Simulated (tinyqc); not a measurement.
From wall shear stress for rolling back to particle radius R: a particle near a wafer in liquid: double-layer and van der Waals forces (DLVO), deposition barrier and removal. Computed by tinyqc, a small Python program. Command: `OMP_NUM_THREADS=1 python tinyqc.py 3110480 3110481 out.jsonl dlvo inv`. One thread of a shared host (Intel(R) Xeon(R) Processor @ 2.30GHz), about 0.01 s of CPU time with the checks.

Sphere and flat wall, Derjaguin approximation, constant potentials in the linear-superposition form, no retardation and no hydration force.

Inputs (values chosen for the exercise, of the order of those for polymer latex on silicon in water):

| quantity | value | unit |
|---|---|---|
| Hamaker constant A | 1.4e-20 | J |
| potential of the particle psi_1 | 42 | mV |
| potential of the wafer psi_2 | -35 | mV |
| salt concentration c | 0.065 | mol/L |
| valence z of the symmetric salt | 2 | - |
| temperature T | 343 | K |
| dielectric constant of the liquid | 63.7 | - |
| contact distance h0 | 0.4 | nm |
| contact radius over R | 0.052 | - |
| viscosity | 0.52 | mPa s |

Constants: e = 1.602176634e-19 C; N_A = 6.02214076e+23 1/mol; eps_0 = 8.8541878128e-12 F/m; k_B = 1.380649e-23 J/K; k_B = 8.617333262e-05 eV/K.

Method. kappa^2 = 2 z^2 e^2 N_A (1000 c)/(eps eps_0 k_B T); gamma_i = tanh(z e psi_i/(4 k_B T)); Z = 64 pi eps eps_0 (k_B T/(z e))^2 gamma_1 gamma_2. Adhesion F_a = A R/(6 h0^2) [1 + a^2/(R h0)] - kappa Z R exp(-kappa h0), a the contact radius. Drag in a shear flow F_d = 1.7 x 6 pi mu R^2 G, acting at 1.4 R; rolling starts when 1.4 R F_d = a F_a. Wall shear stress = mu G.

Problem. A run gave the result below. Find the particle radius R, known to lie between 28 and 72 nm.

wall shear stress for rolling = 695.1172 Pa

Solution.

Each step takes the trial c = (a f_b - b f_a)/(f_b - f_a), f being the result less the target and a, b, c the logarithms of the listed values; c replaces end b, the old b replaces a if the sign of f changed, and otherwise f_a is halved.

Scan of the range:

| particle radius R (nm) | wall shear stress for rolling (Pa) |
|---|---|
| 28.0 | 1006.49 |
| 32.8 | 875.92 |
| 38.4 | 764.85 |
| 44.9 | 670.67 |
| 52.6 | 589.22 |
| 61.5 | 520.48 |
| 72.0 | 461.25 |

False position (Illinois rule, in the logarithm of the input) inside the bracket:

| step | end a | end b | trial | wall shear stress for rolling (Pa) |
|---|---|---|---|---|
| 1 | 38.4000 | 44.9000 | 43.1137 | 693.720 |
| 2 | 38.4000 | 43.1137 | 42.9218 | 696.311 |
| 3 | 43.1137 | 42.9218 | 43.0101 | 695.116 |
| 4 | 42.9218 | 43.0101 | 43.0100 | 695.117 |
| 5 | 42.9218 | 43.0100 | 43.0100 | 695.117 |
| 6 | 43.0100 | 43.0100 | 43.0100 | 695.117 |

Wall shear stress for rolling falls at every point of a 13-point scan of the range (every second point is shown), so one value fits; it is bracketed by 38.4 and 44.9. Answer: particle radius R = 43.01 nm.
